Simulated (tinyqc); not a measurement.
Worked calculation: Hubbard ring of 4 sites. One step of it, computed by the program tinyqc.

Problem. Mean-field iteration 1. H(up) = T + U n(down), H(down) = T + U n(up); fill the lowest levels; n(new) = n + mixing (n(out) - n); E = tr T (rho up + rho down) + U sum n_up n_down of the output.

one-body matrix (hopping and site energies) (eV):
```
           1          2          3          4
1   0.000000  -1.570000   0.000000  -1.570000
2  -1.570000   0.000000  -1.570000   0.000000
3   0.000000  -1.570000   0.000000  -1.570000
4  -1.570000   0.000000  -1.570000   0.000000
```

U = 11.300000 eV

electrons, up and down: 2  2

mixing = 1

n(up) at the start (a guess, not normalised): 1 0.550000, 2 0.450000, 3 0.550000, 4 0.450000

n(down) at the start (a guess): 1 0.450000, 2 0.550000, 3 0.450000, 4 0.550000

Give: levels, up; levels, down; energy; n(up) after iteration 1; n(down) after iteration 1.

Solution.

levels, up (eV): 2.460  5.085  6.215  8.840

levels, down (eV): 2.460  5.085  6.215  8.840

energy = 1.205 eV

n(up) after iteration 1: 1 0.794, 2 0.206, 3 0.794, 4 0.206

n(down) after iteration 1: 1 0.206, 2 0.794, 3 0.206, 4 0.794
